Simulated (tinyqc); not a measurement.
Length of a molecular wire: coherent transport through a tight-binding bridge. Computed by the program tinyqc. T = Gamma_L Gamma_R |G_1n|^2 with the self-energies of semi-infinite chains.

A uniform bridge between two chains:
```
parameter                       value
site energy (eV)             2.810000
hopping in the bridge (eV)   1.370000
lead hopping (eV)            1.680000
couplings (eV)              0.6, 1.03
E (eV)                       0.100000
```

Transmission against length:
```
sites           T    ln T
2      2.9464e-02  -3.525
3      1.7034e-02  -4.073
4      1.1455e-02  -4.469
5      8.5312e-03  -4.764
6      6.8556e-03  -4.983
7      5.8566e-03  -5.140
9      4.9739e-03  -5.304
10     4.9061e-03  -5.317
```

Estimate the missing row, sites = 8.

Computed row:
```
sites           T    ln T
8      5.2717e-03  -5.245
```

E lies inside the band of the bridge (|E - e|/2h = 0.989 < 1): T does not decay but oscillates with length, between 0.005 and 0.029 here, as levels of the bridge pass E.
